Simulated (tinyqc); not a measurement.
Inside a calculation. Method: coupled-perturbed Hartree-Fock on RHF in the sto-3g basis, for H3+, spin multiplicity 1. The polarisability along this axis is zero because the basis has no function that the field can mix in; the real value is not. One step of it, computed by the program tinyqc.

Task: Iteration 1: building the Fock matrix. J_ij = sum D_kl (ij|kl), K_ij = sum D_kl (ik|jl); F = H + J - 0.5 K; E = tr D H + tr D J / 2 - 0.25 tr D K + E_nn.

D at the start, lower triangle:
```
          1H 1s     2H 1s     3H 1s
1H 1s  0.556998
2H 1s  0.061915  0.636053
3H 1s  0.061915  0.034884  0.636053
```

core Hamiltonian H = T + V (hartree), lower triangle:
```
           1H 1s      2H 1s      3H 1s
1H 1s  -1.710150
2H 1s  -1.178166  -1.421505
3H 1s  -1.178166  -0.463062  -1.421505
```

Two-electron integrals (ij|kl) in chemists' order, unique and non-zero (hartree):
```
(11|11) 0.774606   (21|11) 0.415371   (21|21) 0.264404   (22|11) 0.550611
(22|21) 0.415371   (22|22) 0.774606   (31|11) 0.415371   (31|21) 0.208099
(31|22) 0.264207   (31|31) 0.264404   (32|11) 0.143286   (32|21) 0.082276
(32|22) 0.119056   (32|31) 0.082276   (32|32) 0.028812   (33|11) 0.550611
(33|21) 0.264207   (33|22) 0.329102   (33|31) 0.415371   (33|32) 0.119056
(33|33) 0.774606
```

nuclear repulsion = 1.67038261 hartree

Give: Coulomb J; exchange K; Fock matrix F; total energy of this density.

Result:

Coulomb J (hartree), lower triangle:
```
       1H 1s  2H 1s  3H 1s
1H 1s  1.245
2H 1s  0.728  1.101
3H 1s  0.728  0.254  1.101
```

exchange K (hartree), lower triangle:
```
       1H 1s  2H 1s  3H 1s
1H 1s  0.885
2H 1s  0.632  0.728
3H 1s  0.632  0.323  0.728
```

Fock matrix F (hartree), lower triangle:
```
        1H 1s   2H 1s   3H 1s
1H 1s  -0.908
2H 1s  -0.766  -0.684
3H 1s  -0.766  -0.371  -0.684
```

total energy of this density = -0.66815 hartree

This density is the starting one; it is not idempotent, so its energy is not variational and may lie below the converged one.
